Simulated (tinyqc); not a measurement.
What moves the results: impurity band of shallow donors (Hubbard estimate). A value that a table varies takes the place of the one given here.

Constants: e^2/(4 pi eps0) = 14.39964547 eV angstrom.

Inputs chosen for the exercise (near those of two donors in GaN; shifted at random, so the results belong to these values and not to a real crystal): a = 26.3 angstrom (orbital radius); eps = 9.6 (dielectric constant); Ns = (0.011, 0.028, 0.067, 0.17, 0.39, 0.84, 1.7) x 1e18/cm^3 (donor densities); R = 61 angstrom (separation).

## From lone donors to an impurity band

Donors on a simple cubic lattice of spacing R = N^(-1/3) (1/angstrom^3 = 1e24/cm^3), Ha* = q/(eps a), q = e^2/(4 pi eps0), x = R/a. Hopping t = Ha* (1 + x) exp(-x), band width B = 12 t, on-site repulsion U = (5/8) Ha*; the gap closes near B/U = 1.15. Valley factors and disorder are left out.

Results:
```
N (1e18/cm^3)  R (angstrom)  N^(1/3) a   t (meV)   B (meV)       B/U
0.011                 449.6      0.058  3.88e-05  0.000465  1.31e-05
0.028                 329.3      0.080   0.00281    0.0338  0.000947
0.067                 246.2      0.107    0.0508     0.610    0.0171
0.17                  180.5      0.146     0.469      5.62     0.158
0.39                  136.9      0.192      1.94      23.3     0.654
0.84                  106.0      0.248      5.10      61.2      1.72
1.7                    83.8      0.314      9.87       118      3.32
```

B/U passes 1.15 between 0.39 and 0.84 x 1e18/cm^3; the root is x = 4.52, N^(1/3) a = 0.221, N = 0.59 x 1e18/cm^3, below the 0.97 that the empirical rule N^(1/3) a = 0.26 gives; the estimate is rough, since random positions, the overlap of the orbitals and screening are left out. While N grows by 155 times, t grows by 2.54e+05 times.

## What each parameter does (pair of shallow donors (hydrogen-like orbitals))

Each donor has the orbital exp(-r/a); energy unit Ha* = q/(eps a), q = e^2/(4 pi eps0), so that a lone donor is bound by Ha*/2; x = R/a. One electron: S = (1 + x + x^2/3) exp(-x), j = 1/x - (1 + 1/x) exp(-2x), k = (1 + x) exp(-x); levels E(+/-) = -1/2 - (j +/- k)/(1 +/- S) in Ha*, without the repulsion of the ions, split by D = |E(-) - E(+)|.

Two electrons, Heitler-London: with S' = (1 - x + x^2/3) exp(x), C = 1/x - exp(-2x)(1/x + 11/8 + 3x/4 + x^2/6), X = (1/5){exp(-2x)(25/8 - 23x/4 - 3x^2 - x^3/3) + (6/x)[S^2 (0.5772157 + ln x) + S'^2 Ei(-4x) - 2 S S' Ei(-2x)]}, Q = C - 2j + 1/x and A = X - 2 S k + S^2/x, the singlet and triplet lie at (Q +/- w A)/(1 +/- w S^2) from two lone donors, with the valley weight w = 1 (one valley); the exchange is J = triplet - singlet.

x, D = |E(-) - E(+)| and J. Each row changes one parameter from the base and keeps the others.

Results:
```
case                   x  D (meV)  J (micro-eV)
base               2.319    17.80      1.03e+04
a = 28.9 angstrom  2.111    18.82      1.18e+04
eps = 10.6         2.319    16.12      9.33e+03
R = 70 angstrom    2.662    13.93      6.89e+03
```

The largest shifts from the base row, up to three for each result and ties (the steps differ in size, so this ranks the rows, not the parameters). x: R +0.342, a -0.209; unchanged at the printed digits by eps. D (meV): R -3.87, eps -1.68, a +1.02. J (micro-eV): R -3.42e+03, a +1.54e+03, eps -972.

Run: tinyqc, `OMP_NUM_THREADS=1 python tinyqc.py 1281272 1281273 out.jsonl`; Intel(R) Xeon(R) Processor @ 2.30GHz, one thread, shared host; about 0.01 s of CPU time with all checks.
